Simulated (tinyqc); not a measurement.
# Worked calculation: Esaki diode in forward bias, two-band WKB

Numbers from tinyqc (`OMP_NUM_THREADS=1 python tinyqc.py 2620154 2620155 out.jsonl`; about 0.01 s on one thread of a shared Intel Xeon 2.30GHz). Printed values are rounded.

Abrupt p-n junction, depletion approximation. Energies E are counted from the conduction-band edge of the neutral n side; its Fermi level lies at dn, that of the p side at dn - V, and the valence-band edge of the neutral p side at Em = dn + dp - V. Tunnelling needs 0 < E < Em. Two-band dispersion with equal masses m: inside the gap kappa = sqrt(m u (1 - u/Eg)/C), u the distance from a band edge, C = hbar^2/(2 m0).

Values chosen for this exercise; band and dielectric values close to those of In0.53Ga0.47As:
- T = 200 K (temperature)
- Eg = 0.742 eV (band gap)
- eps_r = 13.7 (relative permittivity)
- Nc = 1.14e17 cm^-3 (conduction-band density of states at 200 K)
- Nv = 4.24e18 cm^-3 (valence-band density of states at 200 K)
- m = 0.039 m0 (band-edge mass of the two-band model)
- Na = 2e19 cm^-3 (acceptor density)
- Nd = 1.2e19 cm^-3 (donor density)
- V = 0.084 V (bias of the p side)
- nE = 13 (points of the energy grid)

Constants: q = 1.602176634e-19 C, kB = 1.380649e-23 J/K, hbar = 1.054571817e-34 J s, h = 6.62607015e-34 J s, m0 = 9.1093837015e-31 kg, Vt = kB T/q, eps0 = 8.8541878128e-14 F/cm where lengths are in cm, hbar^2/(2 m0) = 0.0380998212 eV nm^2. Results are converted to the units shown.

Range of the model: Parabolic densities of states, no band tails and no gap narrowing, all of which matter at such doping.

## Fermi levels and built-in voltage

Nd = Nc F12(dn/Vt), Na = Nv F12(dp/Vt), F12(x) = (2/sqrt(pi)) int_0^infinity sqrt(u)/(1 + exp(u - x)) du; dn = EF - Ec on the n side, dp = Ev - EF on the p side (negative outside the bands); Vbi = Eg + dn + dp.

dn = 0.464000 eV
dp = 0.0538125 eV
Vbi = 1.25981 V

Boltzmann statistics would give dn = 0.0803 eV and dp = 0.0267 eV. At zero bias the bands of the two sides overlap by dn + dp.

## Width, field and exponent

W = sqrt(2 eps0 eps_r (Vbi - V)(1/Na + 1/Nd)/q), mean field F = (Vbi - V)/W, peak field 2 F. In a uniform field F the exponent is S = pi sqrt(m/C) Eg^1.5/(4 F). Transverse energy Et = C kt^2/m raises it to S (1 + 4 Et/Eg), so T = exp(-S) exp(-Et/Eb) with Eb = Eg/(4 S). KJ = (2 q^2/h) m/(4 pi C) (times 1e14 for A/cm^2 per eV^2).

W = 15.4075 nm
mean field = 0.763142 MV/cm
S = 6.65520
exp(-S) = 0.00128731
Eb = 27.8729 meV
tunnelling length Eg/F = 9.72296 nm

## Current density on a coarse grid

J = KJ exp(-S) Eb times the integral from 0 to Em of [f(E - dn) - f(E - dn + V)] [1 - exp(-min(E, Em - E)/Eb)] dE, f(x) = 1/(1 + exp(x/Vt)), with S and Eb from the mean field; J > 0 flows from p to n. KJ = (2 q^2/h) m/(4 pi C) (times 1e14 for A/cm^2 per eV^2). Simpson's rule on nE equally spaced points from 0 to Em.

```
point    E (eV)  difference of the f  transverse factor
0      0.000000             0.000000           0.000000
1      0.036151             0.000000           0.726648
2      0.072302             0.000000           0.925279
3      0.108453             0.000000           0.979575
4      0.144604             0.000001           0.994417
5      0.180755             0.000009           0.998474
6      0.216906             0.000077           0.999583
7      0.253058             0.000627           0.998474
8      0.289209             0.005088           0.994417
9      0.325360             0.039974           0.979575
10     0.361511             0.252261           0.925279
11     0.397662             0.715045           0.726648
12     0.433813             0.809954           0.000000
```

integral = 0.0327122 eV
KJ = 6.31141e8 A/(cm^2 eV^2)
J = 740.799 A/cm^2

A converged quadrature gives 726.0 A/cm^2; this grid is 2.0 % above that in size.
